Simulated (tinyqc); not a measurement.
Hubbard ring of 3 sites, step by step. Computed by tinyqc, a small Python program that keeps every step. Settings: hopping = 2.0, U = 8.8, mixing = 1, iteration cap = 88. Command: `OMP_NUM_THREADS=1 python tinyqc.py 22884 22885 out.jsonl` (the two numbers bound the seeds that draw the settings). One thread of a shared host (Intel(R) Xeon(R) Processor @ 2.60GHz), about 0.3 s of CPU time with the checks. Later iterations appear only in the table of the cycle.

## Mean-field iteration 1

one-body matrix (hopping and site energies) (eV), order 1, 2, 3:
```
[[-0.200000, -2.000000, -2.000000],
 [-2.000000, 0.950000, -2.000000],
 [-2.000000, -2.000000, 0.230000]]
```

U = 8.800000 eV

electrons, up and down: [2, 1]

mixing = 1

n(up) at the start (a guess, not normalised): [0.667000, 0.667000, 0.667000]

n(down) at the start (a guess): [0.333000, 0.333000, 0.333000]

H(up) = T + U n(down), H(down) = T + U n(up); fill the lowest levels; n(new) = n + mixing (n(out) - n); E = tr T (rho up + rho down) + U sum n_up n_down of the output.

levels, up (eV): [-0.779463, 4.932616, 5.618047]

levels, down (eV): [2.159737, 7.871816, 8.557247]

energy = 0.807153 eV

n(up) after iteration 1: [0.938308, 0.293779, 0.767913]

n(down) after iteration 1: [0.392940, 0.268953, 0.338107]

## Mean-field iteration 2

As before.

levels, up (eV): [-0.740345, 5.227967, 5.292378]

levels, down (eV): [1.518964, 7.436132, 9.624904]

energy = 0.352262 eV

n(up) after iteration 2: [0.683139, 0.366678, 0.950182]

n(down) after iteration 2: [0.146493, 0.662056, 0.191451]

## Mean-field iteration 3

As before.

levels, up (eV): [-1.498892, 3.528216, 7.750676]

levels, down (eV): [1.705998, 7.065928, 9.808074]

energy = -0.271725 eV

n(up) after iteration 3: [0.956790, 0.107022, 0.936188]

n(down) after iteration 3: [0.299650, 0.558869, 0.141482]

## Convergence

Each step fills the lowest levels of T + U n(other spin) and sets n(new) = n + mixing (n(out) - n); stop when output and input agree to 1e-8.

Course of the cycle:
```
iteration       E (eV)  largest |n(out) - n(in)|  mean |n_up - n_down|
1           0.80715257                  3.73e-01              0.333333
2           0.35226184                  3.93e-01              0.530252
3          -0.27172506                  2.74e-01              0.634565
4          -0.76476757                  2.50e-01              0.776797
5          -0.90655061                  6.99e-02              0.807848
6          -0.92606883                  4.09e-02              0.832471
7          -0.92784638                  6.86e-03              0.835683
8          -0.92799457                  3.48e-03              0.837791
9          -0.92800645                  5.52e-04              0.838051
10         -0.92800739                  2.77e-04              0.838219
11         -0.92800746                  4.37e-05              0.838239
12         -0.92800747                  2.19e-05              0.838252
13         -0.92800747                  3.45e-06              0.838254
14         -0.92800747                  1.73e-06              0.838255
15         -0.92800747                  2.73e-07              0.838255
16         -0.92800747                  1.36e-07              0.838255
17         -0.92800747                  2.15e-08              0.838255
18         -0.92800747                  1.08e-08              0.838255
19         -0.92800747                  1.70e-09              0.838255
```

local moments n_up - n_down: [0.877499, -0.757383, 0.879884]

Converged in 19 iterations. Before convergence this energy mixes input and output and is not variational, so it may rise towards its limit.

## The many-body Hamiltonian

Basis: all placements (u, d, 2, 0 on each site), up operators ordered before down ones; hops carry the sign of the same-spin electrons passed.

H (eV), order 2u0, u20, uud, 20u, udu, u02, duu, 02u, 0u2:
```
[[9.350000, -2.000000, -2.000000, -2.000000, 0.000000, 0.000000, 2.000000, 0.000000, 0.000000],
 [-2.000000, 10.500000, -2.000000, 0.000000, -2.000000, 0.000000, 0.000000, 2.000000, 0.000000],
 [-2.000000, -2.000000, 0.980000, 0.000000, 0.000000, -2.000000, 0.000000, 0.000000, 2.000000],
 [-2.000000, 0.000000, 0.000000, 8.630000, -2.000000, -2.000000, -2.000000, 0.000000, 0.000000],
 [0.000000, -2.000000, 0.000000, -2.000000, 0.980000, -2.000000, 0.000000, -2.000000, 0.000000],
 [0.000000, 0.000000, -2.000000, -2.000000, -2.000000, 9.060000, 0.000000, 0.000000, -2.000000],
 [2.000000, 0.000000, 0.000000, -2.000000, 0.000000, 0.000000, 0.980000, -2.000000, -2.000000],
 [0.000000, 2.000000, 0.000000, 0.000000, -2.000000, 0.000000, -2.000000, 10.930000, -2.000000],
 [0.000000, 0.000000, 2.000000, 0.000000, 0.000000, -2.000000, -2.000000, -2.000000, 10.210000]]
```

## Exact diagonalisation (9 states)

Lowest levels of the sector, and the double occupancy of the lowest state.

lowest levels (eV): [-1.479018, -1.338552, 0.980000, 7.130746, 7.927236, 9.775435]

double occupancy per site = 0.074048

The mean-field solution above lies 0.5510 eV above the exact energy.

## The lowest level by Lanczos steps

From a random start vector (not printed): a_j = <q_j|H|q_j>, b_j = norm of the remainder after orthogonalising; the Ritz value is the lowest eigenvalue of the tridiagonal matrix of a and b so far.

Lanczos:
```
j   a_j (eV)  b_j (eV)  lowest Ritz value (eV)
1   2.771907  5.850101              2.77190735
2   7.145112  2.567394             -1.28688158
3  11.316901  2.304350             -1.45926797
4   5.452702  3.506894             -1.47042915
5   4.512379  2.717239             -1.47555621
6  13.392231  2.871544             -1.47626002
7   0.113951  2.699188             -1.47672216
8   7.683214  0.901568             -1.47891077
9   9.231602         0             -1.47901814
```
